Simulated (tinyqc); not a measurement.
Worked calculation: plane-wave Kohn-Sham cycle with exchange-only LDA in a layered model solid. One step of it, computed by the program tinyqc.

Question. Iteration 1: Hamiltonian at one k. H(m,m') = (k + G_m)^2/2 delta + V(G_m - G_m'), with V(-G) = V(G).

A solid whose potential varies along x alone (atomic units):
```
parameter                      value
period a                    6.800000
cross-section of the cell  16.000000
electrons per cell                 2
grid points                       16
plane waves -n..n, n               2
k points                           1
V1 in V1 cos(2 pi x/a)     -0.780000
V2 in V2 cos(4 pi x/a)      0.160000
```

V(G_m), m = 0, 1, 2, ... (hartree): -0.259891  -0.390000  0.080000  0.000000  0.000000

k = 0.000000 2 pi / a

Give: H.

Answer.

H (hartree), lower triangle:
```
         -2       -1       +0       +1      +2
-2   1.4477
-1  -0.3900   0.1670
+0   0.0800  -0.3900  -0.2599
+1   0.0000   0.0800  -0.3900   0.1670
+2   0.0000   0.0000   0.0800  -0.3900  1.4477
```
